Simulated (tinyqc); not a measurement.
Threshold-voltage variability of a planar MOSFET, analytic estimates: a gate of 3 grains.

Three independent sources add in quadrature: random dopants in the depleted layer, metal-gate grains of two orientations, and roughness of the two gate edges acting through the roll-off VT = VT(long) - Vr exp(-L/l). These are first-order estimates: no three-dimensional electrostatics, no percolation.

Each of 3 equal grains has the higher work function with probability p; the threshold shift is dW (j/3 - p) for j such grains, and the off current changes by exp(-shift/(n Vt)).

Inputs (values chosen for the exercise); material values close to those of silicon:
- T = 400 K (temperature)
- dW = 0.3 eV (work-function difference of the two grain orientations)
- p = 0.3 (share of the orientation of higher work function)
- n = 1.42 (subthreshold factor)

Constants: q = 1.602176634e-19 C, kB = 1.380649e-23 J/K, Vt = kB T/q. Results are converted to the units shown.

Distribution:
```
j  probability  shift (mV)  Ioff factor  probability x factor
0       0.3430       -90.0        6.289                 2.157
1       0.4410        10.0       0.8152                0.3595
2       0.1890       110.0       0.1057               0.01997
3      0.02700       210.0      0.01370              3.699e-4
```

What does the comparison show?

The standard deviation is dW sqrt(p (1 - p)/3) = 79.4 mV. The mean off current is 2.54 times the nominal one; the log-normal formula exp(s^2/(2 (n Vt)^2)) gives 3.72. Devices with j = 0, 34 % of all, carry 85 % of the mean leakage.

tinyqc, about 0.01 s, one thread, Intel Xeon 2.30GHz (shared host): `OMP_NUM_THREADS=1 python tinyqc.py 2090129 2090130 out.jsonl`
